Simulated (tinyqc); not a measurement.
Polytypes by hexagonality, and a cubic inclusion as a quantum well: one step. The bound level without the field.

Gap: E3 + (Es - E3) h/hs for h up to hs, then linear from Es to E2 at h = 1. Valence top Ev2 h and polarisation P2 h, both counted from 3C; Ec = Ev + gap.

A cubic inclusion of width L = N d in the host (h = 0.5) is a well of depth V = Ec(host) - Ec(3C). Square well with mass mismatch: k tan(k L/2) = (m_w/m_b) q, k = sqrt(m_w E/c), q = sqrt(m_b (V - E)/c), c = hbar^2/2m0, lowest root. The depth of the level, V - E, is its binding, and the transition to the valence top of the host is gap(host) - (V - E). The step in polarisation gives a field |F| = |P|/(eps eps0) in a thin inclusion, eps0 = 8.8541878e-12 F/m.

Constants: hbar^2/2m0 = 3.80998211 eV angstrom^2.

Values chosen for the exercise (of the order of those of SiC; not measured data):
- E3 = 2.407 eV (gap of the cubic polytype)
- E2 = 3.362 eV (gap of 2H)
- Ev2 = 0.135 eV (valence top of 2H above that of 3C)
- P2 = -0.0484 C/m^2 (spontaneous polarisation of 2H)
- Es = 3.287 eV (gap at the hexagonality hs)
- hs = 0.5 (hexagonality up to which the first line holds)
- m = (0.333, 0.303) m0 (electron mass along c in the cubic layer and in the host)
- d = 2.513 angstrom (thickness of a double layer)
- eps = 9.8 (dielectric constant)
- N = 3 (double layers in the cubic inclusion)

Question. Give V, L, the level E, its depth below the host conduction edge and the transition to the valence top of the host, gap(host) - (V - E).

Give: V; L; E above the bottom; depth below the host edge; transition.

Answer.

V = 0.9475 eV
L = 7.539 angstrom
E above the bottom = 0.4964 eV
depth below the host edge = 0.4511 eV
transition = 2.8359 eV

The level keeps 48 % of the well depth. The transition lies above the gap of 3C itself (2.407 eV). At a few layers the effective-mass picture is only a guide.

Computed by tinyqc, a small Python program: `OMP_NUM_THREADS=1 python tinyqc.py 1880958 1880959 out.jsonl` (the numbers bound the seed that draws the inputs); one thread of a shared host (Intel(R) Xeon(R) Processor @ 2.30GHz), about 0.04 s for the whole set of steps.
